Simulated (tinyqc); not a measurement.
A chain with a side-coupled site and dephasing by Buettiker voltage probes: one step of the calculation.

Sites 1 to 2 form a chain with hopping -t, and site 3 hangs on site 1 by -ts. Lead L joins site 1 and lead R site 2, both semi-infinite chains with hopping -t and site energy 0. Every site carries a probe with self-energy -i Gamma_p/2 that draws no net current. Linear response at zero temperature: mu_L = 1, mu_R = 0 in units of the bias.

Problem. Transmissions between terminals. With Gamma the broadening by one lead, T_RL = Gamma^2 |G_(2,1)|^2, T_pL = Gamma Gamma_p |G_(p,1)|^2, T_pR = Gamma Gamma_p |G_(p,2)|^2, T_pq = Gamma_p^2 |G_(p,q)|^2 for p != q.

Inputs (values chosen for the exercise): probe broadening Gamma_p gp = 0.59 eV.

G (1/eV):
```
                         1                        2                        3
1  -0.05457197-0.27661531i   0.22279845+0.12801482i   0.06766802+0.18697964i
2   0.22279845+0.12801482i   0.05068171-0.23590476i  -0.16902051-0.06537461i
3   0.06766802+0.18697964i  -0.16902051-0.06537461i   0.44162484-0.20127158i
```

Gamma = 3.0514095 eV

Wanted: T_RL; T_pL; T_pR; T_pq.

Solution.

T_RL = 0.61478
T_pL, probe 1 to 3: [0.14312, 0.11887, 0.07119]
T_pR, probe 1 to 3: [0.11887, 0.10481, 0.05913]

T_pq:
```
          1         2         3
1  0.000000  0.022984  0.013764
2  0.022984  0.000000  0.011432
3  0.013764  0.011432  0.000000
```

tinyqc, about 0.01 s, one thread, Intel Xeon 2.30GHz (shared host): `OMP_NUM_THREADS=1 python tinyqc.py 2700033 2700034 out.jsonl`
